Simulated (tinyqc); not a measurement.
Nanosheet or nanowire with hard walls, valleys of the Si type: sweeps and comparisons. A value that a table varies takes the place of the one given here.

Six ellipsoidal valleys along the cube axes: inverse mass tensor w = 1/mt + (1/ml - 1/mt) a a^T with a the unit axis. Device axes: x along the channel, z = [001], y = z x x.

Hard walls around a W x H rectangle. The block w_c of w in (y, z) confines; the transport mass follows from 1/m_x = w_xx - w_xc w_c^-1 w_cx. The cross-section problem c (w_yy ky^2 + 2 w_yz ky kz + w_zz kz^2), c = hbar^2/2m0, is solved in products sin(n pi y/W) sin(l pi z/H), n, l = 1 to 12; if w_yz = 0 the levels are c pi^2 (w_yy n^2/W^2 + w_zz l^2/H^2). The w_yz term couples (n, l) to (n', l') by -2 c w_yz D_nn'(W) D_ll'(H) with D_nm(L) = 4 n m/(L (n^2 - m^2)) for n + m odd and 0 otherwise.

Without degeneracy the line density is N1 exp((EF - Ec)/kB T) with N1 = sum 2 g sqrt(m_x kB T/(4 pi c)) exp(-E/kB T), here over n, l up to 80 where w_yz = 0 and over all levels of a 12 x 12 sine basis otherwise; the classical value is W H Nc with Nc = 2 g_all (m_dos kB T/(4 pi c))^(3/2), m_dos = (ml mt^2)^(1/3); dVt = kB T ln(W H Nc/N1).

Constants: hbar^2/2m0 = 3.80998211 eV angstrom^2; kB = 8.617333262e-05 eV/K.

Parameters, chosen for this exercise (near those of Si; the results hold for these values, not for the real material): ml = 0.923 m0 (longitudinal mass); mt = 0.189 m0 (transverse mass); T = 300 K (temperature); g_all = 6 (number of valleys); channel = 110 (transport direction x on a (001) wafer); H = 54 angstrom (height, along z = [001]); Ws = (25, 35, 50, 75, 110, 170, 260) angstrom (widths); W = 135 angstrom (width, along y).

## From wire to sheet

Valleys:
```
group  valleys g     w_yy     w_zz   |w_yz|  m_x (m0)
A              2  5.29101  1.08342  0.00000   0.18900
B              4  3.18721  5.29101  0.00000   0.55600
```

Lowest level of each group (groups ordered by w_zz, then w_yy) and dVt against the width.

Results:
```
W (angstrom)  A1 (eV)  B1 (eV)  dVt (mV)
25             0.3323   0.2600     225.2
35             0.1764   0.1661     135.1
50             0.0936   0.1162      84.0
75             0.0493   0.0895      57.2
110            0.0304   0.0781      46.7
170            0.0209   0.0724      40.9
260            0.0169   0.0700      37.7
```

What can be read from the table?

dVt falls from 225 to 38 mV. The lowest group changes from B to A between W = 35 and 50 angstrom (H = 54). At the widest W the lowest level is 0.0169 eV; the film limit c pi^2 w_zz/H^2 of that group is 0.0140 eV.

## Channel direction

The same rectangle along [100] and [110]; groups ordered by w_zz, then w_yy.

Lowest level of each group:
```
channel, group  valleys g   w_yy   w_zz  |w_yz|  m_x (m0)  E (eV)
[100] A                 2  5.291  1.083   0.000     0.189  0.0249
[100] B                 2  1.083  5.291   0.000     0.189  0.0705
[100] C                 2  5.291  5.291   0.000     0.923  0.0791
[110] A                 2  5.291  1.083   0.000     0.189  0.0249
[110] B                 4  3.187  5.291   0.000     0.556  0.0748
```

What does this show, and why?

The lowest subband has m_x = 0.189 m0 and 2 valleys along [100], and 0.189 m0 and 2 valleys along [110]; its edge lies at 0.0249 and 0.0249 eV. These valleys have their axis along z, so turning the channel in the wafer plane leaves them alone; only the higher groups change.

## What each parameter does

E1 and E2 are the two lowest subband edges over all groups. Each row changes one parameter from the base and keeps the others.

Results:
```
case              E1 (eV)  E2 - E1 (meV)  m_x of lowest (m0)  dVt (mV)
base               0.0249           32.8               0.189      43.5
W = 125 angstrom   0.0267           38.2               0.189      44.6
H = 62 angstrom    0.0215           31.8               0.189      37.1
T = 270 K          0.0249           32.8               0.189      42.2
ml = 1.015 m0      0.0236           32.8               0.189      42.9
mt = 0.208 m0      0.0239           29.8               0.208      41.1
```

What can be read from the table?

The largest shifts from the base row, up to three for each result and ties (the steps differ in size, so this ranks the rows, not the parameters). E1 (eV): H -0.0034, W +0.0018, ml -0.0013; unchanged at the printed digits by T. E2 - E1 (meV): W +5.4, mt -3.0, H -1.0; unchanged at the printed digits by T and ml. m_x of lowest (m0): mt +0.019; unchanged at the printed digits by W, H, T and ml. dVt (mV): H -6.4, mt -2.4, T -1.3.

Computed by tinyqc, a small Python program: `OMP_NUM_THREADS=1 python tinyqc.py 1250003 1250004 out.jsonl` (the numbers bound the seed that draws the inputs); one thread of a shared host (Intel(R) Xeon(R) Processor @ 2.30GHz), about 0.02 s for the whole set of steps.
